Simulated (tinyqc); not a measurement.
RKS/B3LYP (VWN-RPA form) in the 6-31g basis, for H3+, spin multiplicity 1, step by step (part 2 of 2). Computed by tinyqc, a small Python program that keeps every step (integrals from PySCF). Command: `OMP_NUM_THREADS=1 python tinyqc.py 29918 29919 out.jsonl` (the two numbers bound the seeds that draw the settings). One thread of a shared host (Intel(R) Xeon(R) Processor @ 2.60GHz), about 0.5 s of CPU time with the checks.

Geometry (angstrom):
```
atom       x       y       z
H     0.0000  0.0000  0.0000
H     0.0000  0.0000  0.9620
H     0.0000  0.8330  0.4800
```

## Iteration 5 (converged): orbitals

converged F (hartree):
```
         1H 1s    1H 2s    2H 1s    2H 2s    3H 1s    3H 2s
1H 1s  -0.5112  -0.6871  -0.4620  -0.5352  -0.4624  -0.5354
1H 2s  -0.6871  -0.6784  -0.5351  -0.6153  -0.5354  -0.6154
2H 1s  -0.4620  -0.5351  -0.5110  -0.6870  -0.4616  -0.5350
2H 2s  -0.5352  -0.6153  -0.6870  -0.6783  -0.5350  -0.6152
3H 1s  -0.4624  -0.5354  -0.4616  -0.5350  -0.5111  -0.6871
3H 2s  -0.5354  -0.6154  -0.5350  -0.6152  -0.6871  -0.6784
```

X:
```
             1        2        3        4        5       6
1H 1s  -0.7655   0.2532   0.6902   0.7981  -0.2640  0.1783
1H 2s   1.9162  -0.6333  -0.5030   0.3187  -0.1054  0.2449
2H 1s   0.1635  -0.7897   0.6909  -0.1702   0.8224  0.1783
2H 2s  -0.4091   1.9748  -0.5025  -0.0682   0.3291  0.2449
3H 1s   0.6022   0.5363   0.6905  -0.6277  -0.5588  0.1783
3H 2s  -1.5073  -1.3412  -0.5028  -0.2509  -0.2232  0.2449
```

Diagonalise F' = X^T F X, C = X C', fill 1 alpha and 1 beta electrons from the bottom; D = 2 C_occ C_occ^T. Each column has its largest component positive (the first on a tie).

F' = X^T F X (hartree):
```
         1        2        3        4        5        6
1   0.3079   0.0000   0.0001  -0.3389   0.0000   0.0000
2   0.0000   0.3079  -0.0002   0.0000  -0.3384   0.0000
3   0.0001  -0.0002   0.1605   0.0000   0.0000  -0.2439
4  -0.3389   0.0000   0.0000  -0.1907   0.0000  -0.0001
5   0.0000  -0.3384   0.0000   0.0000  -0.1917   0.0001
6   0.0000   0.0000  -0.2439  -0.0001   0.0001  -0.9408
```

orbital energies (hartree): MO1 -0.9924, MO2 -0.3626, MO3 -0.3621, MO4 0.2121, MO5 0.4787, MO6 0.4794

coefficients C:
```
          MO1      MO2      MO3      MO4      MO5      MO6
1H 1s  0.3175  -0.1135   0.3692   0.6391   0.3249  -1.0493
1H 2s  0.1355  -0.3546   1.1572  -0.5437  -0.4880   1.5753
2H 1s  0.3173   0.3767  -0.0864   0.6383  -1.0715   0.2433
2H 2s  0.1355   1.1780  -0.2709  -0.5415   1.6083  -0.3649
3H 1s  0.3173  -0.2632  -0.2828   0.6387   0.7455   0.8070
3H 2s  0.1355  -0.8230  -0.8866  -0.5426  -1.1194  -1.2112
```

D after iteration 5:
```
        1H 1s   1H 2s   2H 1s   2H 2s   3H 1s   3H 2s
1H 1s  0.2016  0.0861  0.2014  0.0861  0.2015  0.0861
1H 2s  0.0861  0.0367  0.0860  0.0367  0.0860  0.0367
2H 1s  0.2014  0.0860  0.2013  0.0860  0.2014  0.0860
2H 2s  0.0861  0.0367  0.0860  0.0367  0.0860  0.0367
3H 1s  0.2015  0.0860  0.2014  0.0860  0.2014  0.0860
3H 2s  0.0861  0.0367  0.0860  0.0367  0.0860  0.0367
```

## Convergence

Stop when the energy changes by less than 1e-10 hartree and every element of the error matrix X^T (F D S - S D F) X is below 3e-06.

Course of the cycle:
```
iteration  E (hartree)     change  largest element of the error matrix
1            -1.304480          -                             2.05e-01
2            -1.321559  -1.71e-02                             8.66e-03
3            -1.321589  -2.98e-05                             5.13e-05
4            -1.321589  -1.92e-09                             4.76e-06
5            -1.321589  -9.01e-12                             1.28e-07
```

PySCF RKS in the same basis, fine grid = -1.321614 hartree

Converged in 5 iterations. The coarse grid moves the energy by +2.51e-05 hartree.

## Populations, bond orders and dipole

overlap S:
```
        1H 1s   1H 2s   2H 1s   2H 2s   3H 1s   3H 2s
1H 1s  1.0000  0.6583  0.2785  0.4264  0.2789  0.4266
1H 2s  0.6583  1.0000  0.4264  0.7661  0.4266  0.7663
2H 1s  0.2785  0.4264  1.0000  0.6583  0.2782  0.4262
2H 2s  0.4264  0.7661  0.6583  1.0000  0.4262  0.7659
3H 1s  0.2789  0.4266  0.2782  0.4262  1.0000  0.6583
3H 2s  0.4266  0.7663  0.4262  0.7659  0.6583  1.0000
```

Mulliken: Z minus the diagonal of D S on the atom; Loewdin: the same with S^(1/2) D S^(1/2); Mayer order: 2 sum_s sum (D(s) S)_ij (D(s) S)_ji over the two atoms.

Charges (e):
```
atom  Mulliken  Loewdin
1H      0.3330   0.3330
2H      0.3336   0.3337
3H      0.3333   0.3333
```

Mayer bond orders:
```
pair   order
2-1   0.4444
3-1   0.4447
3-2   0.4442
```

dipole moment about the origin, x y z (debye): 0.0000  1.3337  2.3103
